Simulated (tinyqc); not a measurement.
Worked calculation: Stoner model of a band ferromagnet. Values are carried at full precision from step to step, so a last printed digit may differ when a step is redone from the rounded ones.

Density of states per atom and spin: flat with a rise to the top, D(e) = (M/W) [1 - sp + 4 sp (e/W + 1/2)^3]. Levels e -/+ I m/2 for up and down spin, m = n_up - n_down, n_up + n_down = nd. At zero temperature e(N) is the energy below which N states lie, and E(m) = sum over spins of integral e D de - I m^2/4.

Inputs chosen for the exercise: W = 3.9 eV (band width, e from -W/2 to W/2); M = 5 (states per atom and spin); nd = 8.96 (electrons per atom); sp = 0.54 (shape parameter); I = 0.4 eV (Stoner parameter).

## The paramagnetic state and the Stoner criterion

Find EF from nd/2 states per spin, D(EF) and the product I D(EF); below 1 the susceptibility is enhanced by 1/(1 - I D).

EF = 1.7870 eV
D(EF) = 3.0261 1/eV
I D(EF) = 1.2104

The paramagnet is unstable.

## Energy against moment

Tabulate the splitting that the band needs, e(n_up) - e(n_down), against I m, and E(m) - E(0), at nine moments up to saturation m_max = min(nd, 2M - nd).

Energy curve:

| m | e(n_up) (eV) | e(n_down) (eV) | difference (eV) | I m (eV) | E - E(0) (meV) |
|---|---|---|---|---|---|
| 0.000 | 1.7870 | 1.7870 | 0.0000 | 0.0000 | 0.0 |
| 0.130 | 1.8083 | 1.7654 | 0.0430 | 0.0520 | -0.3 |
| 0.260 | 1.8294 | 1.7434 | 0.0859 | 0.1040 | -1.2 |
| 0.390 | 1.8501 | 1.7212 | 0.1290 | 0.1560 | -2.6 |
| 0.520 | 1.8706 | 1.6986 | 0.1720 | 0.2080 | -4.7 |
| 0.650 | 1.8908 | 1.6757 | 0.2152 | 0.2600 | -7.3 |
| 0.780 | 1.9108 | 1.6524 | 0.2584 | 0.3120 | -10.5 |
| 0.910 | 1.9305 | 1.6288 | 0.3018 | 0.3640 | -14.3 |
| 1.040 | 1.9500 | 1.6048 | 0.3452 | 0.4160 | -18.6 |

dE/dm is half of (difference - I m), so E falls wherever I m exceeds the difference.

## The ground state

Take the lowest of E(0), the stationary points e(n_up) - e(n_down) = I m, and saturation.

m = 1.040 muB
exchange splitting I m = 0.416 eV
E - E(0) = -18.6 meV

n_up, n_down: 5.000  3.960

The moment is saturated (a strong ferromagnet): the majority band is full.

## Checks

- States in the band over M against 1: both 1.000000.

Program tinyqc; command `OMP_NUM_THREADS=1 python tinyqc.py 1682584 1682585 out.jsonl`; about 0.3 s on one thread of a shared Intel(R) Xeon(R) Processor @ 2.30GHz.
